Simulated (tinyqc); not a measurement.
Scattering of inversion-layer electrons by surface optical phonons of the gate insulator (remote phonon scattering). From one set of inputs to another, one input at a time. Computed by tinyqc, a small Python program. Command: `OMP_NUM_THREADS=1 python tinyqc.py 3110430 3110431 out.jsonl sophonon ladder`. One thread of a shared host (Intel(R) Xeon(R) Processor @ 2.30GHz), about 0.02 s of CPU time with the checks.

One subband with the Fang-Howard envelope; insulator and channel are half-spaces, the gate is far away, and an interlayer only moves the polar surface away by t (its own modes and its permittivity contrast are left out).

The inputs printed are set A. Set A is modelled on HfO2 on In0.53Ga0.47As; the values taken over come from a set modelled on AlN on silicon. Inputs not listed in the table keep their values of set A, so the rows need not describe a real material.

Inputs (values chosen for the exercise, modelled on HfO2 on In0.53Ga0.47As):
```
quantity                                  value        unit
static constant of the insulator eps_0s    21.7           -
intermediate constant eps_i                6.61           -
optical constant eps_inf                      5           -
hbar omega_TO1                             12.1         meV
hbar omega_TO2                               47         meV
constant of the channel eps_s              13.9           -
in-plane mass m                          0.0445         m_0
valleys g_v                                   1           -
sheet density n                           1e+12      1/cm^2
mean distance of the electrons z0 = 3/b     5.8          nm
interlayer thickness t                        1          nm
temperature T                               350           K
mobility from other processes              1740  cm^2/(V s)
```

Screening by the channel electrons: none.

Constants: k_B = 8.617333262e-05 eV/K; hbar^2/(2 m_0) = 3.80998212 eV angstrom^2; e^2/(4 pi eps_0) = 14.39964548 eV angstrom; hbar = 6.582119569e-16 eV s; e = 1.602176634e-19 C; m_0 = 9.1093837015e-31 kg.

Method:
- eps(w) = eps_inf + (eps_0s - eps_i) w1^2/(w1^2 - w^2) + (eps_i - eps_inf) w2^2/(w2^2 - w^2). Surface modes solve eps(w) + eps_s = 0, a quadratic in w^2; the strength of a mode is g = 2/(w d eps/dw).
- Occupation N = 1/(exp(hbar w/(k_B T)) - 1).
- Density of states D = g_v m/(pi hbar^2); eta = E_F/(k_B T) = ln(exp(n/(D k_B T)) - 1); screening wave number q_s = e^2 D/(2 eps_0 eps_avg) x 1/(1 + exp(-eta)), eps_avg = (eps_s + eps_inf)/2; b = 3/z0.
- For a mode of strength g, without the occupation factor, Area x |M(q)|^2 = e^2 hbar w g/(2 eps_0 q) x (b/(b + q))^6 exp(-2 q t).
- Approximate momentum relaxation rate, taking tau v alike in the initial and final states: 1/tau = (m/(2 pi hbar^3)) sum over modes and over absorption (N, E' = E + hbar w) and emission (N + 1, E' = E - hbar w > 0) of [(1 - f(E'))/(1 - f(E))] int_0^(2 pi) Area |M(q)|^2 (1 - cos theta) d theta, q^2 = k^2 + k'^2 - 2 k k' cos theta, f the Fermi function; 48 midpoints in theta from 0 to pi.
- mu = (e/m) int tau E f (1 - f) dE/(k_B T int f dE), by 300 midpoints from 0 to (max(eta, 0) + 14) k_B T; Matthiessen sum with the other processes.

Each row keeps all changes above it:
```
input moved                                    from       to  remote-phonon mobility (cm^2/(V s))  total mobility (cm^2/(V s))  loss of mobility (%)
set A                                             -        -                            1.009e+05                         1710                  1.70
mean distance of the electrons z0 = 3/b (nm)    5.8      2.7                            3.043e+04                         1646                  5.41
temperature T (K)                               350      300                            3.118e+04                         1648                  5.29
interlayer thickness t (nm)                       1        0                            1.473e+04                         1556                 10.56
sheet density n (1/cm^2)                      1e+12  7.4e+12                            1.275e+05                         1717                  1.35
```

Where does the difference come from?

Remote-phonon mobility goes from 101000 to 128000, a factor 1.26 in all. The largest single move comes from sheet density n (a factor 8.66), and mean distance of the electrons z0 = 3/b works against it (a factor 0.302). Total mobility goes from 1710 to 1720, a factor 1.004 in all. The largest single move comes from sheet density n (a factor 1.10), and interlayer thickness t works against it (a factor 0.944). Loss of mobility goes from 1.70 to 1.35, a factor 0.794 in all. The largest single move comes from sheet density n (a factor 0.127), and mean distance of the electrons z0 = 3/b works against it (a factor 3.19). The single moves hold for this order of the switches; the total does not depend on the order.

Caution (all rows): a relaxation time is only an approximation for inelastic scattering, and static or no screening brackets the true dynamic screening only roughly. Caution (rows sheet density n): E_F is high enough for upper subbands or non-parabolicity, left out here, to matter.

Extremes, crossings and ranges named in words are read from the listed rows.
